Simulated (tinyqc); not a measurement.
# From image lowering back to reverse bias V_r

Model: Schottky barrier with interface states (Cowley-Sze model), image lowering and contact resistance. Computed by tinyqc, a small Python program. Command: `OMP_NUM_THREADS=1 python tinyqc.py 3000152 3000153 out.jsonl pinning inv`. One thread of a shared host (Intel(R) Xeon(R) Processor @ 2.30GHz), about 0.04 s of CPU time with the checks.

An n-type semiconductor under a metal. The barrier lies between the Schottky-Mott limit phi_M - chi and the Bardeen limit E_g - E_n, E_n being the neutrality level of the interface states; the space-charge term of the full Cowley-Sze expression is left out.

Inputs (values chosen for the exercise, with gap, mass and screening modelled on CdS):

| quantity | value | unit |
|---|---|---|
| gap E_g | 2.46 | eV |
| electron affinity chi | 4.31 | eV |
| metal work function phi_M | 5.8 | eV |
| neutrality level E_n above the valence band | 1.06 | eV |
| optical dielectric constant eps_opt | 5.16 | - |
| dielectric constant eps_s | 9.01 | - |
| electron mass m_e | 0.195 | m_0 |
| valleys M_c | 1 | - |
| donor density N | 5.9e+15 | cm^-3 |
| temperature T | 200 | K |

Pinning factor from: Moench relation.

Constants: k_B = 8.617333262e-05 eV/K; m_0 = 9.1093837015e-31 kg; k_B = 1.380649e-23 J/K; h = 6.62607015e-34 J s; eps_0 = 8.8541878128e-12 F/m; e = 1.602176634e-19 C.

Method:
- S = 1/(1 + 0.1 (eps_opt - 1)^2), an empirical relation for metal-induced gap states.
- phi_B = S (phi_M - chi) + (1 - S)(E_g - E_n); the hole barrier is E_g - phi_B.
- N_c = 2 M_c (2 pi m_e k_B T/h^2)^(3/2); xi = E_c - E_F solves N = N_c F_1/2(-xi/k_B T) (bisection; full ionisation).
- F_1/2(eta) = (2/sqrt(pi)) int_0^infinity sqrt(x)/(1 + exp(x - eta)) dx, by the trapezoid rule in t = sqrt(x) with step 0.02 up to t = 12 (for eta < -12 by exp(eta) - exp(2 eta)/2^(3/2)).
- V_bi = phi_B - xi; W = sqrt(2 eps_s eps_0 (V_bi + V_r - k_B T/e)/(e N)); field at the metal E_m = e N W/(eps_s eps_0); image lowering sqrt(e E_m/(4 pi eps_s eps_0)).

Task: A run gave the result below. Find the reverse bias V_r, known to lie between 2.7 and 8 V.

image lowering = 0.04240818 eV

Result:

Each step takes the trial c = (a f_b - b f_a)/(f_b - f_a), f being the result less the target and a, b, c the logarithms of the listed values; c replaces end b, the old b replaces a if the sign of f changed, and otherwise f_a is halved.

Scan of the range:

| reverse bias V_r (V) | image lowering (eV) |
|---|---|
| 2.70 | 0.0395067 |
| 3.24 | 0.0407701 |
| 3.88 | 0.0421297 |
| 4.65 | 0.0436082 |
| 5.57 | 0.0451980 |
| 6.68 | 0.0469166 |
| 8.00 | 0.0487416 |

False position (Illinois rule, in the logarithm of the input) inside the bracket:

| step | end a | end b | trial | image lowering (eV) |
|---|---|---|---|---|
| 1 | 3.88000 | 4.65000 | 4.01460 | 0.0423994 |
| 2 | 4.65000 | 4.01460 | 4.01886 | 0.0424079 |
| 3 | 4.65000 | 4.01886 | 4.01913 | 0.0424084 |
| 4 | 4.01886 | 4.01913 | 4.01900 | 0.0424082 |

Image lowering rises at every point of a 13-point scan of the range (every second point is shown), so one value fits; it is bracketed by 3.88 and 4.65. Answer: reverse bias V_r = 4.019 V.
